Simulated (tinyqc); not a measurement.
# Read current of a NAND string, cells in series solved by shooting, step by step

tinyqc, about 0.7 s, one thread, Intel Xeon 2.30GHz (shared host): `OMP_NUM_THREADS=1 python tinyqc.py 2142052 2142053 out.jsonl` Printed values are rounded.

Cells in series, numbered from 0 at the source line (0 V) to the bit line, each followed by a gap resistance Rg. A cell with gate Vg, threshold VT, source Vs and drain Vd passes I = 2 nf K Vt^2 [F(Vs) - F(Vd)]/(1 + th max(Vg - VT, 0)), F(V) = ln^2(1 + exp((Vg - VT - nf V)/(2 nf Vt))). The selected cell has Vg = Vr, the others Vg = Vp.

Values chosen for this exercise; values of the order met in vertical NAND strings: temperature T = 300 K; gain factor of a cell K = 24 uA/V^2; slope factor nf = 1.5; mobility reduction factor th = 0.14 1/V; resistance of the gap between cells Rg = 25 kohm; bit-line voltage Vbl = 0.7 V; pass voltage Vp = 7 V; read voltage on the selected word line Vr = 2.49 V.

Constants: q = 1.602176634e-19 C, kB = 1.380649e-23 J/K, Vt = kB T/q. Results are converted to the units shown.

## Step 1: node voltages for a trial current

first trial current = 1.6 uA

```
cell,thresholds from the source end (V)
0,-1
1,1.6
2,-1
3,-1
4,4.6
5,-1
```

For a trial current I start at 0 V and, cell by cell (the selected one is cell 1), solve for the drain: sqrt(F(Vd)) = sqrt(F(Vs) - I/k), k = 2 nf K Vt^2/(1 + th max(Vg - VT, 0)), Vd = [Vg - VT - 2 nf Vt ln(exp(sqrt F) - 1)]/nf, then add I Rg.

```
cell,"node voltage after each cell and gap, trial 1 (V)"
0,0.05769602
1,0.2009745
2,0.2593659
3,0.3179697
4,0.4051534
5,0.4643097
```

## Step 2: node voltages for a trial current

second trial current = 2.1 uA

As before.

```
cell,"node voltage after each cell and gap, trial 2 (V)"
0,0.07573813
1,0.2761390
2,0.3531520
3,0.4305460
4,0.5517021
5,0.6301353
```

## Course of the secant iteration

Secant steps on the end voltage less Vbl, from the two trials; a trial above the saturation current of a cell has no solution and is moved halfway to the previous trial. Stop below 1e-9 V.

Course of the iteration:
```
iteration,I (uA),end voltage - Vbl (V),halvings
1,2.310657,5.28e-3,0
2,2.295865,-1.30e-4,0
3,2.296221,-2.50e-7,0
4,2.296222,1.18e-11,0
```

Converged in 4 iterations to I = 2.2962 uA. The selected cell takes 24.0 % of the bit-line voltage and the gaps together 49.2 %.
